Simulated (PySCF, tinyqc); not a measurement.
Inside a calculation. Method: CIS on RHF in the 3-21g basis, for H3-, spin multiplicity 1. The basis has no diffuse functions, so it cannot describe the extra electron: this is an exercise in the method, not the real anion. The lowest restricted solution is unstable here: a spin-polarised one lies 0.0659 hartree lower (PySCF). Computed by tinyqc, a small Python program that keeps every step (integrals from PySCF). Settings: charge = -1, multiplicity = 1, basis = 3-21g, method = RHF, energy threshold = 1e-10, iteration cap = 66, orthogonalisation = canonical, start = atomic densities, DIIS depth = 6. Command: `OMP_NUM_THREADS=1 python tinyqc.py 21810 21811 out.jsonl` (the two numbers bound the seeds that draw the settings). One thread of a shared host (Intel(R) Xeon(R) Processor @ 2.60GHz), about 0.07 s of CPU time with the checks. The early iterations of the SCF are left out here.

## One-electron integrals

Geometry (angstrom):
```
atom        x        y        z
H     0.00000  0.00000  0.00000
H     0.00000  0.00000  0.84400
H     0.00000  0.73100  0.42200
```

Basis 3-21g: exponents (1/bohr^2) and contraction coefficients of normalised primitives:
```
element  l (shell)  exponent  coefficient
H            s (1)   5.44718      0.15628
H            s (1)   0.82455      0.90469
H            s (2)   0.18319      1.00000
```

Overlap, kinetic and nuclear-attraction integrals over the contracted functions; the nuclear repulsion is the sum of Za Zb / Rab.

nuclear repulsion = 1.8808657 hartree

overlap S, lower triangle:
```
         1H 1s    1H 2s    2H 1s    2H 2s    3H 1s    3H 2s
1H 1s  1.00000
1H 2s  0.64590  1.00000
2H 1s  0.31221  0.43962  1.00000
2H 2s  0.43962  0.79215  0.64590  1.00000
3H 1s  0.31216  0.43959  0.31216  0.43959  1.00000
3H 2s  0.43959  0.79212  0.43959  0.79212  0.64590  1.00000
```

kinetic energy T (hartree), lower triangle:
```
         1H 1s    1H 2s    2H 1s    2H 2s    3H 1s    3H 2s
1H 1s  1.54940
1H 2s  0.29315  0.27479
2H 1s  0.09429  0.14820  1.54940
2H 2s  0.14820  0.18386  0.29315  0.27479
3H 1s  0.09423  0.14819  0.09423  0.14819  1.54940
3H 2s  0.14819  0.18385  0.14819  0.18385  0.29315  0.27479
```

nuclear attraction V (hartree), lower triangle:
```
          1H 1s     1H 2s     2H 1s     2H 2s     3H 1s     3H 2s
1H 1s  -2.97097
1H 2s  -1.57447  -1.72107
2H 1s  -0.91925  -1.11842  -2.97097
2H 2s  -1.11842  -1.44114  -1.57447  -1.72107
3H 1s  -0.91908  -1.11834  -0.91908  -1.11834  -2.97093
3H 2s  -1.11836  -1.44109  -1.11836  -1.44109  -1.57445  -1.72105
```

core Hamiltonian H = T + V (hartree), lower triangle:
```
          1H 1s     1H 2s     2H 1s     2H 2s     3H 1s     3H 2s
1H 1s  -1.42157
1H 2s  -1.28132  -1.44628
2H 1s  -0.82496  -0.97022  -1.42157
2H 2s  -0.97022  -1.25728  -1.28132  -1.44628
3H 1s  -0.82485  -0.97016  -0.82485  -0.97016  -1.42152
3H 2s  -0.97017  -1.25724  -0.97017  -1.25724  -1.28130  -1.44627
```

## Two-electron integrals

Functions are numbered as in S; the eight-fold symmetry (ij|kl) = (ji|kl) = (kl|ij) leaves the list below.

Two-electron integrals (ij|kl) in chemists' order, unique and non-zero (hartree):
```
(11|11) 1.14014   (21|11) 0.61140   (21|21) 0.34515   (22|11) 0.62637
(22|21) 0.38033   (22|22) 0.48296   (31|11) 0.28353   (31|21) 0.16221
(31|22) 0.18182   (31|31) 0.10151   (32|11) 0.29142   (32|21) 0.17730
(32|22) 0.22300   (32|31) 0.11827   (32|32) 0.15926   (33|11) 0.60818
(33|21) 0.37894   (33|22) 0.49479   (33|31) 0.28353   (33|32) 0.40820
(33|33) 1.14014   (41|11) 0.40820   (41|21) 0.23145   (41|22) 0.25692
(41|31) 0.11827   (41|32) 0.13234   (41|33) 0.29142   (41|41) 0.15926
(42|11) 0.46552   (42|21) 0.28472   (42|22) 0.36822   (42|31) 0.15321
(42|32) 0.19992   (42|33) 0.46552   (42|41) 0.19992   (42|42) 0.30306
(43|11) 0.37894   (43|21) 0.23488   (43|22) 0.30800   (43|31) 0.16221
(43|32) 0.23145   (43|33) 0.61140   (43|41) 0.17730   (43|42) 0.28472
(43|43) 0.34515   (44|11) 0.49479   (44|21) 0.30800   (44|22) 0.41736
(44|31) 0.18182   (44|32) 0.25692   (44|33) 0.62637   (44|41) 0.22300
(44|42) 0.36822   (44|43) 0.38033   (44|44) 0.48296   (51|11) 0.28347
(51|21) 0.16217   (51|22) 0.18179   (51|31) 0.08566   (51|32) 0.09629
(51|33) 0.21045   (51|41) 0.11323   (51|42) 0.14392   (51|43) 0.12877
(51|44) 0.16181   (51|51) 0.10148   (52|11) 0.29139   (52|21) 0.17728
(52|22) 0.22298   (52|31) 0.09630   (52|32) 0.12051   (52|33) 0.27180
(52|41) 0.12548   (52|42) 0.18269   (52|43) 0.16719   (52|44) 0.21541
(52|51) 0.11824   (52|52) 0.15924   (53|11) 0.21045   (53|21) 0.12877
(53|22) 0.16181   (53|31) 0.08566   (53|32) 0.11323   (53|33) 0.28347
(53|41) 0.09629   (53|42) 0.14392   (53|43) 0.16217   (53|44) 0.18179
(53|51) 0.08565   (53|52) 0.11322   (53|53) 0.10148   (54|11) 0.27180
(54|21) 0.16719   (54|22) 0.21541   (54|31) 0.09630   (54|32) 0.12548
(54|33) 0.29139   (54|41) 0.12051   (54|42) 0.18269   (54|43) 0.17728
(54|44) 0.22298   (54|51) 0.11322   (54|52) 0.15721   (54|53) 0.11824
(54|54) 0.15924   (55|11) 0.60814   (55|21) 0.37892   (55|22) 0.49478
(55|31) 0.21047   (55|32) 0.27181   (55|33) 0.60814   (55|41) 0.27181
(55|42) 0.41380   (55|43) 0.37892   (55|44) 0.49478   (55|51) 0.28347
(55|52) 0.40818   (55|53) 0.28347   (55|54) 0.40818   (55|55) 1.14014
(61|11) 0.40818   (61|21) 0.23144   (61|22) 0.25690   (61|31) 0.11324
(61|32) 0.12548   (61|33) 0.27181   (61|41) 0.15721   (61|42) 0.19608
(61|43) 0.16719   (61|44) 0.21541   (61|51) 0.11824   (61|52) 0.13232
(61|53) 0.09628   (61|54) 0.12547   (61|55) 0.29139   (61|61) 0.15924
(62|11) 0.46550   (62|21) 0.28470   (62|22) 0.36821   (62|31) 0.14394
(62|32) 0.18269   (62|33) 0.41379   (62|41) 0.19609   (62|42) 0.29168
(62|43) 0.25623   (62|44) 0.34230   (62|51) 0.15318   (62|52) 0.19991
(62|53) 0.14392   (62|54) 0.19608   (62|55) 0.46550   (62|61) 0.19991
(62|62) 0.30304   (63|11) 0.27181   (63|21) 0.16719   (63|22) 0.21541
(63|31) 0.11324   (63|32) 0.15721   (63|33) 0.40818   (63|41) 0.12548
(63|42) 0.19608   (63|43) 0.23144   (63|44) 0.25690   (63|51) 0.09628
(63|52) 0.12547   (63|53) 0.11824   (63|54) 0.13232   (63|55) 0.29139
(63|61) 0.12051   (63|62) 0.18268   (63|63) 0.15924   (64|11) 0.41379
(64|21) 0.25623   (64|22) 0.34230   (64|31) 0.14394   (64|32) 0.19609
(64|33) 0.46550   (64|41) 0.18269   (64|42) 0.29168   (64|43) 0.28470
(64|44) 0.36821   (64|51) 0.14392   (64|52) 0.19608   (64|53) 0.15318
(64|54) 0.19991   (64|55) 0.46550   (64|61) 0.18268   (64|62) 0.29167
(64|63) 0.19991   (64|64) 0.30304   (65|11) 0.37892   (65|21) 0.23486
(65|22) 0.30800   (65|31) 0.12878   (65|32) 0.16720   (65|33) 0.37892
(65|41) 0.16720   (65|42) 0.25624   (65|43) 0.23486   (65|44) 0.30800
(65|51) 0.16217   (65|52) 0.23144   (65|53) 0.16217   (65|54) 0.23144
(65|55) 0.61140   (65|61) 0.17728   (65|62) 0.28470   (65|63) 0.17728
(65|64) 0.28470   (65|65) 0.34515   (66|11) 0.49478   (66|21) 0.30800
(66|22) 0.41735   (66|31) 0.16183   (66|32) 0.21542   (66|33) 0.49478
(66|41) 0.21542   (66|42) 0.34231   (66|43) 0.30800   (66|44) 0.41735
(66|51) 0.18179   (66|52) 0.25690   (66|53) 0.18179   (66|54) 0.25690
(66|55) 0.62637   (66|61) 0.22298   (66|62) 0.36821   (66|63) 0.22298
(66|64) 0.36821   (66|65) 0.38033   (66|66) 0.48296
```

## Orthogonalisation

S = U s U^T; canonical form X = U s^(-1/2), so that X^T S X = 1. Each column of U has its largest component positive (the first on a tie).

eigenvalues of S: 0.13137  0.13139  0.50546  0.76426  0.76435  3.70315

X:
```
              1         2         3         4         5        6
1H 1s  -0.67814   0.39152   0.65474   0.75840  -0.43786  0.17747
1H 2s   1.82922  -1.05600  -0.48038   0.28116  -0.16230  0.24190
2H 1s   0.67814   0.39152   0.65474  -0.75840  -0.43786  0.17747
2H 2s  -1.82922  -1.05600  -0.48038  -0.28116  -0.16230  0.24190
3H 1s   0.00000  -0.78305   0.65481   0.00000   0.87564  0.17747
3H 2s   0.00000   2.11204  -0.48034   0.00000   0.32468  0.24190
```

## Iteration 8 (converged): orbitals

converged F (hartree), lower triangle:
```
          1H 1s     1H 2s     2H 1s     2H 2s     3H 1s     3H 2s
1H 1s   0.38283
1H 2s  -0.33370  -0.13713
2H 1s  -0.42952  -0.39400   0.38283
2H 2s  -0.39400  -0.24510  -0.33370  -0.13713
3H 1s  -0.34828  -0.32459  -0.34828  -0.32459   0.42114
3H 2s  -0.34803  -0.20360  -0.34803  -0.20360  -0.33623  -0.13142
```

Diagonalise F' = X^T F X, C = X C', fill 2 alpha and 2 beta electrons from the bottom; D = 2 C_occ C_occ^T. Each column has its largest component positive (the first on a tie).

F' = X^T F X (hartree), lower triangle:
```
          1         2         3        4        5         6
1   1.17049
2   0.00000   1.13952
3   0.00000  -0.04762   1.12187
4  -0.58023   0.00000   0.00000  1.00299
5   0.00000  -0.73612   0.02744  0.00000  0.83246
6   0.00000  -0.00211  -0.15448  0.00000  0.04256  -0.40297
```

orbital energies (hartree): MO1 -0.42043, MO2 0.23531, MO3 0.50050, MO4 1.13320, MO5 1.67298, MO6 1.74280

coefficients C:
```
           MO1       MO2       MO3       MO4       MO5       MO6
1H 1s  0.25513  -0.07210   0.12935   0.68098  -1.00912   0.52072
1H 2s  0.21831  -0.78983   1.41004  -0.55056   1.19870  -0.67539
2H 1s  0.25513  -0.07210  -0.12935   0.68098   1.00912   0.52072
2H 2s  0.21831  -0.78983  -1.41004  -0.55056  -1.19870  -0.67539
3H 1s  0.21492   0.20323   0.00000   0.53096   0.00000  -1.21276
3H 2s  0.14072   1.58687   0.00000  -0.40092   0.00000   1.46855
```

D after iteration 8, lower triangle:
```
          1H 1s     1H 2s     2H 1s     2H 2s    3H 1s    3H 2s
1H 1s   0.14058
1H 2s   0.22530   1.34299
2H 1s   0.14058   0.22530   0.14058
2H 2s   0.22530   1.34299   0.22530   1.34299
3H 1s   0.08036  -0.22720   0.08036  -0.22720  0.17499
3H 2s  -0.15704  -2.44529  -0.15704  -2.44529  0.70549  5.07594
```

## Convergence

Stop when the energy changes by less than 1e-10 hartree and every element of the error matrix X^T (F D S - S D F) X is below 3e-06.

Course of the cycle:
```
iteration  E (hartree)     change  largest element of the error matrix
1           -1.7642003          -                             3.57e-01
2           -1.1893893   5.75e-01                             1.49e-01
3           -1.2025351  -1.31e-02                             1.95e-02
4           -1.2027603  -2.25e-04                             2.06e-03
5           -1.2027625  -2.20e-06                             2.64e-04
6           -1.2027625  -7.28e-08                             3.06e-05
7           -1.2027625  -5.44e-10                             1.07e-06
8           -1.2027625  -6.86e-13                             1.47e-09
```

PySCF RHF in the same basis = -1.2027625 hartree

Converged in 8 iterations.

## Integrals over molecular orbitals

(pq|rs) = sum C_ip C_jq C_kr C_ls (ij|kl), one index at a time.

one-electron integrals over orbitals h = C^T H C (hartree), lower triangle:
```
          1         2         3         4         5         6
1  -1.88041
2  -0.03957  -1.01810
3   0.00000   0.00000  -0.99850
4  -0.26641   0.01752   0.00000  -0.54282
5   0.00000   0.00000   0.30569   0.00000  -0.25294
6   0.03510   0.28297   0.00000   0.02641   0.00000  -0.23783
```

Two-electron integrals over orbitals (pq|rs), unique and non-zero (hartree):
```
(11|11) 0.63661    (21|11) -0.00153   (21|21) 0.08022    (22|11) 0.45180
(22|21) 0.04110    (22|22) 0.43004    (31|31) 0.08412    (32|31) -0.02925
(32|32) 0.02863    (33|11) 0.45153    (33|21) -0.02722   (33|22) 0.35435
(33|33) 0.41529    (41|11) 0.14611    (41|21) -0.00252   (41|22) 0.05062
(41|33) 0.05240    (41|41) 0.08824    (42|11) -0.00300   (42|21) -0.01906
(42|22) -0.01405   (42|33) 0.00781    (42|41) -0.00367   (42|42) 0.03336
(43|31) -0.01726   (43|32) 0.00892    (43|43) 0.03558    (44|11) 0.50975
(44|21) -0.00671   (44|22) 0.38907    (44|33) 0.39376    (44|41) 0.09340
(44|42) -0.00214   (44|44) 0.43892    (51|31) -0.07213   (51|32) 0.02496
(51|43) -0.02182   (51|51) 0.10831    (52|31) 0.02208    (52|32) -0.00493
(52|43) 0.00702    (52|51) -0.03351   (52|52) 0.01591    (53|11) -0.13802
(53|21) 0.02100    (53|22) -0.05335   (53|33) -0.06550   (53|41) -0.06777
(53|42) 0.00730    (53|44) -0.08944   (53|53) 0.07763    (54|31) -0.08281
(54|32) 0.02859    (54|43) 0.00191    (54|51) 0.09607    (54|52) -0.02916
(54|54) 0.10739    (55|11) 0.61965    (55|21) -0.05591   (55|22) 0.40542
(55|33) 0.46987    (55|41) 0.15961    (55|42) -0.00987   (55|44) 0.51054
(55|53) -0.16944   (55|55) 0.70586    (61|11) 0.00276    (61|21) -0.06394
(61|22) -0.03512   (61|33) 0.02312    (61|41) 0.00652    (61|42) -0.01656
(61|44) 0.00934    (61|53) -0.03091   (61|55) 0.07513    (61|61) 0.09082
(62|11) -0.13520   (62|21) -0.03238   (62|22) -0.07651   (62|33) -0.05323
(62|41) -0.06172   (62|42) -0.00695   (62|44) -0.08158   (62|53) 0.04152
(62|55) -0.10528   (62|61) 0.04552    (62|62) 0.09067    (63|31) 0.02376
(63|32) -0.00498   (63|43) 0.00541    (63|51) -0.03327   (63|52) 0.01440
(63|54) -0.03029   (63|63) 0.01603    (64|11) 0.01645    (64|21) -0.06943
(64|22) -0.02986   (64|33) 0.02953    (64|41) 0.01216    (64|42) 0.00771
(64|44) 0.01796    (64|53) -0.03027   (64|55) 0.08170    (64|61) 0.07101
(64|62) 0.02839    (64|64) 0.07771    (65|31) -0.05664   (65|32) 0.02753
(65|43) -0.00923   (65|51) 0.07855    (65|52) -0.02463   (65|54) 0.07700
(65|63) -0.02456   (65|65) 0.06585    (66|11) 0.59176    (66|21) 0.08346
(66|22) 0.48930    (66|33) 0.39567    (66|41) 0.13502    (66|42) 4.86e-05
(66|44) 0.47613    (66|53) -0.09924   (66|55) 0.51557    (66|61) -0.10028
(66|62) -0.18453   (66|64) -0.07762   (66|66) 0.71741
```

## CIS matrix, singlets

A(ia,jb) = (e_a - e_i) d_ij d_ab + 2 (ia|jb) - (ij|ab).

CIS matrix A, singlet (hartree), lower triangle:
```
          1>3       1>4       1>5      1>6       2>3      2>4      2>5      2>6
1>3   0.63764
1>4   0.00000   1.22037
1>5  -0.00624   0.00000   1.69037
1>6   0.00000  -0.00340   0.00000  1.75311
2>3  -0.03127   0.00000   0.02892  0.00000  -0.03190
2>4   0.00000  -0.00063   0.00000  0.03631   0.00000  0.57554
2>5   0.02317   0.00000  -0.01110  0.00000   0.04350  0.00000  1.06406
2>6   0.00000  -0.05400   0.00000  0.00757   0.00000  0.01596  0.00000  1.19952
```

## CIS singlet states

dipole integrals <i|r|a> (bohr):
```
           x         y         z
1>3  0.00000   0.00000  -0.97193
1>4  0.00000   0.00667   0.00000
1>5  0.00000   0.00000   0.14326
1>6  0.00000  -0.09948   0.00000
2>3  0.00000   0.00000   0.42750
2>4  0.00000  -0.91426   0.00000
2>5  0.00000   0.00000   0.00515
2>6  0.00000   0.04468   0.00000
```

Diagonalise A (1 hartree = 27.211386 eV); each vector has its largest component positive (the first on a tie). The transition dipole is mu = sqrt2 sum c_ia <i|r|a>.

singlet excitation energies (eV): -0.97017  15.62004  17.36104  29.02734  31.43347  34.42197  46.01661  47.73906

lowest vectors:
```
      state 1   state 2   state 3  state 4   state 5   state 6
1>3   0.04759   0.00000   0.99755  0.05083   0.00000   0.00000
1>4   0.00000  -0.00129   0.00000  0.00000   0.63754   0.77037
1>5  -0.01681   0.00000   0.00676  0.01649   0.00000   0.00000
1>6   0.00000  -0.03062   0.00000  0.00000  -0.00734   0.01633
2>3   0.99790   0.00000  -0.04946  0.03849   0.00000   0.00000
2>4   0.00000   0.99921   0.00000  0.00000   0.02005  -0.01460
2>5  -0.04064   0.00000  -0.04902  0.99783   0.00000   0.00000
2>6   0.00000  -0.02524   0.00000  0.00000   0.77012  -0.63722
```

oscillator strengths 2/3 w |mu|^2: -0.00678  0.63607  0.83371  0.00092  0.00068  0.00023

A negative triplet energy shows that the restricted solution is unstable towards a spin-polarised one.

## CIS matrix, triplets

A(ia,jb) = (e_a - e_i) d_ij d_ab - (ij|ab).

CIS matrix A, triplet (hartree), lower triangle:
```
          1>3       1>4       1>5       1>6       2>3      2>4      2>5      2>6
1>3   0.46940
1>4   0.00000   1.04389
1>5   0.13802   0.00000   1.47375
1>6   0.00000  -0.01645   0.00000   1.57147
2>3   0.02722   0.00000  -0.02100   0.00000  -0.08916
2>4   0.00000   0.00671   0.00000   0.06943   0.00000  0.50882
2>5  -0.02100   0.00000   0.05591   0.00000   0.05335  0.00000  1.03225
2>6   0.00000   0.06943   0.00000  -0.08346   0.00000  0.02986  0.00000  1.01819
```

## CIS triplet states

Diagonalise A (1 hartree = 27.211386 eV); each vector has its largest component positive (the first on a tie).

triplet excitation energies (eV): -2.55019  12.28116  13.65614  26.04039  28.03412  29.78791  40.77361  43.23510

lowest vectors:
```
      state 1   state 2   state 3   state 4   state 5  state 6
1>3  -0.05493   0.98819   0.00000   0.00000  -0.06039  0.00000
1>4   0.00000   0.00000  -0.00573  -0.61392   0.00000  0.78790
1>5   0.01995  -0.13455   0.00000   0.00000  -0.10394  0.00000
1>6   0.00000   0.00000  -0.07000   0.08359   0.00000  0.12440
2>3   0.99707   0.05927   0.00000   0.00000   0.04774  0.00000
2>4   0.00000   0.00000   0.99520   0.05593   0.00000  0.05439
2>5  -0.04926   0.04323   0.00000   0.00000   0.99160  0.00000
2>6   0.00000   0.00000  -0.06811   0.78294   0.00000  0.60064
```

A negative triplet energy shows that the restricted solution is unstable towards a spin-polarised one.
